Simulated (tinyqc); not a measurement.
Photoconductance decay in a wafer: bulk and surface recombination modes, and iron detection by pair splitting: one step, computed by the program tinyqc.

Both faces of the wafer have the same S; injection is low and all coefficients are constant. x runs from -W/2 to W/2.

Question. Pairs form again. Association time tau_a = 5.7e5 (T/N_A) exp(0.66 eV/(k_B T)) s with T in K and N_A in 1/cm^3 (an empirical form); the unpaired share is exp(-t/tau_a).

Inputs (values chosen for the exercise, modelled on p-type silicon): boron density N_A = 3e+16 1/cm^3; storage temperature T = 293 K.

Constants: k_B = 8.617333262e-05 eV/K.

Give: tau_a; time until 5 % have paired; time until 99 % have paired.

Answer.

tau_a = 20.89 min

time until 5 % have paired = 64.28 s

time until 99 % have paired = 1.603 h
